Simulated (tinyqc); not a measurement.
Mesh size and shift: special k points of the bcc lattice.

Lattice vectors in units of a: a1 = (-1/2, 1/2, 1/2), a2 = (1/2, -1/2, 1/2), a3 = (1/2, 1/2, -1/2); reciprocal vectors b_i with a_i . b_j = 2 pi delta_ij. Mesh: k = sum_i f_i b_i with f_i = (2 j_i + shift)/(2 N), j_i = 0 .. N-1. The point group of the lattice has 48 operations; only those that map the mesh onto itself are used.

A_m(k) = sum over the m-th star of lattice vectors R of cos(k . R), stars in order of length: m = 1: |R|^2 = 0.75, 8 vectors, such as (1, 1, 1) in the basis a_i; m = 2: |R|^2 = 1, 6 vectors, such as (1, 1, 0) in the basis a_i; m = 3: |R|^2 = 2, 12 vectors, such as (2, 1, 1) in the basis a_i; m = 4: |R|^2 = 2.75, 24 vectors, such as (2, 2, 1) in the basis a_i; m = 5: |R|^2 = 3, 8 vectors, such as (2, 2, 2) in the basis a_i; m = 6: |R|^2 = 4, 6 vectors, such as (2, 2, 0) in the basis a_i. The zone mean of every A_m is zero.

Test function, the lower band of a two-band insulator: E(k) = -sqrt(D^2 + (e0 - t A_1(k))^2).
Values chosen for the exercise: D = 1.55 eV (half gap term); t = 0.53 eV (coupling); e0 = 1.65 eV (offset).

Errors of the mean of E against the unshifted mesh with N = 24. The fifth column is |R|^2 of the shortest star with a non-zero mean.

Meshes:
```
mesh       points  irreducible  operations  |R|^2 missed  error (meV)
1 Gamma         1            1          48          0.75     -464.920
1 shifted       1            1          48          0.75    -3537.076
2 Gamma         8            3          48          3.00     -283.041
2 shifted       8            2          48          3.00      289.611
3 Gamma        27            4          48          6.75        6.183
3 shifted      27            4          48          6.75       13.807
4 Gamma        64            8          48         12.00       -1.008
4 shifted      64            6          48         12.00       -5.294
5 Gamma       125           10          48         18.75       -0.071
5 shifted     125           10          48         18.75        1.112
6 Gamma       216           16          48           >24        0.088
6 shifted     216           14          48           >24       -0.006
```

reference mean = -2.55346 eV

The shifted mesh has the smaller error for 1 of 6 values of N and the larger for 5. The cheapest mesh within 1 meV is 5 Gamma, with 10 irreducible points. A mesh misses the lattice vectors N (n1 a1 + n2 a2 + ...); the half shift gives each the sign (-1)^(n1 + n2 + ...), so the 8 shortest ones add up to -8 in place of 8: their term only changes sign. The shift keeps the full symmetry; it leaves fewer irreducible points for N = 2, 4 and 6.

Run: tinyqc, `OMP_NUM_THREADS=1 python tinyqc.py 1680604 1680605 out.jsonl`; Intel(R) Xeon(R) Processor @ 2.30GHz, one thread, shared host; about 0.2 s of CPU time with all checks.
